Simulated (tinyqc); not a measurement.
Kronig-Penney superlattice by transfer matrices, step by step. Values are carried at full precision from step to step, so a last printed digit may differ when a step is redone from the rounded ones.

Wells (width a, potential 0, mass mw) alternate with barriers (width b, height V0, mass mb); period d = a + b; c = hbar^2/2m0. The vector (psi, psi'/m) is continuous, and a layer of thickness t carries it by M = [[cos kt, (m/k) sin kt], [-(k/m) sin kt, cos kt]] with k = sqrt(m (E - V)/c); for E < V, k = i kappa gives [[cosh, (m/kappa) sinh], [(kappa/m) sinh, cosh]] of kappa t. A Bloch state obeys cos(q d) = tr(Mb Mw)/2.

Constants: hbar^2/2m0 = 3.80998211 eV angstrom^2; hbar = 6.58211957e-16 eV s.

Inputs chosen for the exercise (near those of a non-polar GaN superlattice with barriers of AlN; the results hold for these values, not for the real material):
- a = 18 angstrom (well width)
- b = 7 angstrom (barrier width)
- V0 = 1.855 eV (barrier height)
- mw = 0.195 m0 (mass in the wells)
- mb = 0.323 m0 (mass in the barriers)
- E = 0.9282 eV (trial energy)
- F = 5 kV/cm (field along the axis)

## Layer matrices at one energy

Form the matrix of the well and of the barrier at E.

k in the well = 0.21796 1/angstrom
kappa in the barrier = 0.28031 1/angstrom

Mw (angstrom units):
```
          1         2
1  -0.70973  -0.63027
2   0.78742  -0.70973
```

Mb (angstrom units):
```
        1       2
1  3.6276  4.0181
2  3.0261  3.6276
```

## The matrix of one period

Multiply M = Mb Mw and take half the trace. If its size is at most 1, E lies in a miniband and q d = arccos(tr M/2); otherwise the state decays by exp(-arccosh|tr M/2|) a period.

M:
```
         1        2
1  0.58938  -5.1381
2  0.70873  -4.4818
```

tr M/2 = -1.9462
q d in a band, or the decay exponent in a gap = 1.285

E lies in a gap; det M = 1.0000, as for any such product.

## Miniband edges

The edges are the energies where tr M/2 = +1 (q = 0) or -1 (q = pi/d); the first three minibands.

Minibands:
```
band  bottom (eV)  top (eV)  width (meV)
1          0.2561    0.3023         46.1
2          1.0133    1.2344        221.2
3          2.1348    2.8270        692.2
```

2 minibands of these lie wholly below V0. The first gap is 711.0 meV wide; the single well of width a has E1 = 0.2787 eV, inside the first miniband.

## Dispersion along the axis

Solve tr M/2 = cos(q d) inside each miniband at q d/pi = 0, 1/6, ..., 1. The cosine form is E_bottom + (W/2)(1 - cos q d) with the true width W.

Energies (eV):
```
q d/pi  band 1  cosine form  band 2
0.000   0.2561       0.2561  1.2344
0.167   0.2589       0.2592  1.2159
0.333   0.2666       0.2677  1.1693
0.500   0.2777       0.2792  1.1126
0.667   0.2895       0.2907  1.0611
0.833   0.2987       0.2992  1.0258
1.000   0.3023       0.3023  1.0133
```

The cosine form, which holds for hopping between neighbouring wells alone, misses band 1 by at most 1.5 meV, 3 % of its width.

## Mass along the axis

With f(E) = tr M/2, 1 - (q d)^2/2 = 1 + f'(E_bottom)(E - E_bottom) gives m_z = -2 c f'/d^2 (f' by a central difference of 1e-6 eV at the bottom of band 1). The cosine form gives 4 c/(W d^2), W the width of band 1 between tr M/2 = +1 and -1.

f' = -49.25 1/eV
m_z = 0.6005 m0
m_z of the cosine form = 0.5288 m0
W = 46.11 meV

The mass along the axis is 3.08 times mw.

## In a field along the axis

One-band picture: ladder spacing e F d, Bloch frequency e F d/(2 pi hbar), and extent W/(e F) of a Stark state, with W the width of band 1; 1 kV/cm = 1e-5 V/angstrom.

e F d = 1.250 meV
Bloch frequency = 0.302 THz
W/(e F d) = 36.89 periods

The state spreads over about 37 periods.

## Checks

- Bottom of band 1 from 121 plane waves (the mass step taken by inverting the matrix of m) against the transfer matrix, eV: both 0.2561.

Computed by tinyqc, a small Python program: `OMP_NUM_THREADS=1 python tinyqc.py 1282041 1282042 out.jsonl` (the numbers bound the seed that draws the inputs); one thread of a shared host (Intel(R) Xeon(R) Processor @ 2.30GHz), about 0.06 s for the whole set of steps.
